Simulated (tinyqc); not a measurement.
# From one set of inputs to another, one input at a time

Model: Deal-Grove kinetics of thermal oxidation of silicon. Computed by tinyqc, a small Python program. Command: `OMP_NUM_THREADS=1 python tinyqc.py 3021204 3021205 out.jsonl oxide ladder`. One thread of a shared host (Intel(R) Xeon(R) Processor @ 2.30GHz), about 0.3 s of CPU time with the checks.

Oxidant diffuses through the oxide and reacts at the interface, so that dx/dt = B/(A + 2x) for the oxide thickness x.

The inputs printed are set A. Inputs not listed in the table keep their values of set A, so the rows need not describe a real material.

Inputs (values chosen for the exercise, close to those used for silicon):

| quantity | value | unit |
|---|---|---|
| prefactor B0 | 752 | um^2/h |
| activation energy E_B | 1.23 | eV |
| prefactor (B/A)0 | 6.87e+06 | um/h |
| activation energy E_A | 2 | eV |
| temperature T | 875 | C |
| oxidant pressure p | 1 | atm |
| pressure exponent m of B/A | 0.77 | - |
| initial oxide x_i | 0.005 | um |
| time t | 5.7 | h |

Ambient: dry oxygen. Surface: (111).

Constants: k_B = 8.617333262e-05 eV/K.

Method:
- B = B0 p exp(-E_B/(k_B T)), B/A = (B/A)0 p^m exp(-E_A/(k_B T)), p in atm; A = B/(B/A).
- Temperatures in kelvin are T(C) + 273.15.
- tau = (x_i^2 + A x_i)/B and x = (A/2) [sqrt(1 + 4 B (t + tau)/A^2) - 1], the root of x^2 + A x = B (t + tau).
- Silicon consumed is 0.44 times the oxide grown; the rate is B/(A + 2x).

Each row keeps all changes above it:

| input moved | from | to | oxide thickness x (um) | length A (um) | tau (h) |
|---|---|---|---|---|---|
| set A | - | - | 0.057601 | 0.26252 | 0.4458 |
| oxidant pressure p (atm) | 1 | 0.25 | 0.024411 | 0.19085 | 1.3055 |
| prefactor (B/A)0 (um/h) | 6870000 | 6640000 | 0.023889 | 0.19746 | 1.3496 |
| temperature T (C) | 875 | 800 | 0.010048 | 0.34016 | 5.4856 |
| prefactor B0 (um^2/h) | 752 | 861 | 0.010075 | 0.38947 | 5.4755 |
| initial oxide x_i (um) | 0.005 | 0.002 | 0.007151 | 0.38947 | 2.1735 |
| time t (h) | 5.7 | 2.2 | 0.004004 | 0.38947 | 2.1735 |

Where does the difference come from?

Oxide thickness x goes from 0.0576 to 0.00400, a factor 0.0695 in all. The largest single move comes from temperature T (a factor 0.421). Length A goes from 0.263 to 0.389, a factor 1.48 in all. The largest single move comes from temperature T (a factor 1.72), and oxidant pressure p works against it (a factor 0.727). tau goes from 0.446 to 2.17, a factor 4.88 in all. The largest single move comes from temperature T (a factor 4.06), and initial oxide x_i works against it (a factor 0.397). The single moves hold for this order of the switches; the total does not depend on the order.

Extremes, crossings and ranges named in words are read from the listed rows.
